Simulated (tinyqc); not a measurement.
CMOS inverter, nodal equation and switching: effect of the supply voltage.

An n-channel pull-down (bn, VTn) and a p-channel pull-up (bp, VTp) share the input Vin and the output node Vout, which carries the load C. Transistor (EKV form, voltages against the body): I = 2 n b Vt^2 [F(vp - Vs) - F(vp - Vd)] from drain to source, F(v) = ln^2(1 + exp(v/(2 Vt))), vp = (Vg - VT + sg |Vd - Vs|)/n. n-channel bodies are at 0; for the p-channel device all voltages are counted down from Vdd. b in uA/V^2 gives I in uA. Static: In = Ip. Transient: C dVout/dt = Ip - In. No velocity saturation, no gate capacitance beyond C.

VM solves In = Ip with Vin = Vout; VIL and VIH are the inputs of gain -1, NML = VIL - Vout(VIH), NMH = Vout(VIL) - VIH. For a step input the delay to Vdd/2 is tHL = C times the integral of dV/(In - Ip) from Vdd/2 to Vdd at Vin = Vdd, and tLH likewise with Ip - In from 0 to Vdd/2 at Vin = 0.

Parameters, values chosen for the exercise:

| symbol | value | unit | meaning |
|---|---|---|---|
| T | 273 | K | temperature |
| n | 1.23 |  | slope factor |
| sg | 0.069 |  | drain-induced barrier lowering |
| VTn | 0.38 | V | n-channel threshold |
| VTp | 0.28 | V | p-channel threshold (magnitude) |
| bn | 870 | uA/V^2 | gain factor of the pull-down transistor |
| bp | 260 | uA/V^2 | gain factor of the pull-up transistor |
| C | 0.54 | fF | load capacitance |

Constants: q = 1.602176634e-19 C, kB = 1.380649e-23 J/K, Vt = kB T/q. Results are converted to the units shown.

Results:
```
Vdd (V)	VM (V)	gain at VM	NML (V)	NMH (V)	tHL (ps)	tLH (ps)
0.2	0.1296	-9.518	0.1007	0.03603	1.711e4	2229
0.3	0.1799	-13.62	0.1466	0.08242	853.1	209.7
0.4	0.2293	-14.37	0.1915	0.1286	74.95	48.32
0.6	0.3248	-14.49	0.2725	0.2194	7.237	12.45
0.8	0.4110	-14.49	0.3271	0.3089	2.872	6.500
1	0.4880	-14.49	0.3531	0.4030	1.694	4.308
1.2	0.5606	-14.49	0.3650	0.5009	1.180	3.201
```

Estimate the missing row, Vdd = 0.5 V.

Computed row:
```
Vdd (V)	VM (V)	gain at VM	NML (V)	NMH (V)	tHL (ps)	tLH (ps)
0.5	0.2779	-14.47	0.2341	0.1743	16.93	21.02
```

With this row back in the table: As Vdd goes from 0.2 to 1.2 V, VM rises from 0.130 to 0.561 V, the size of the gain rises from 9.52 to 14.5, tHL falls from 17100 to 1.18 ps and tLH falls from 2230 to 3.20 ps. The smaller margin is largest, 0.365 V, at Vdd = 1.2 V among the rows. For Vdd = 0.8 to 1.2 V the overdrive passes 0.5 V, where velocity saturation, left out here, would lengthen the delays of short devices. For Vdd = 0.2 to 0.3 V the supply is below a threshold, where mismatch, left out here, dominates margins and delay.

Program tinyqc, `OMP_NUM_THREADS=1 python tinyqc.py 2340113 2340114 out.jsonl`; Intel Xeon 2.30GHz, shared host, one thread, about 0.05 s.
